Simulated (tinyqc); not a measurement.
RHF in the sto-3g basis, for H4, spin multiplicity 1, step by step. One step of it, computed by the program tinyqc.

Question. Orthogonalisation. S = U s U^T; symmetric (Loewdin) form X = U s^(-1/2) U^T, so that X^T S X = 1.

overlap S:
```
          1H 1s     2H 1s     3H 1s     4H 1s
1H 1s  1.000000  0.671007  0.146323  0.117718
2H 1s  0.671007  1.000000  0.117718  0.146323
3H 1s  0.146323  0.117718  1.000000  0.671007
4H 1s  0.117718  0.146323  0.671007  1.000000
```

Give: eigenvalues of S; X.

Answer.

eigenvalues of S: 0.3004  0.3576  1.4070  1.9350

X:
```
         1H 1s    2H 1s    3H 1s    4H 1s
1H 1s   1.2647  -0.4837  -0.0691   0.0070
2H 1s  -0.4837   1.2647   0.0070  -0.0691
3H 1s  -0.0691   0.0070   1.2647  -0.4837
4H 1s   0.0070  -0.0691  -0.4837   1.2647
```
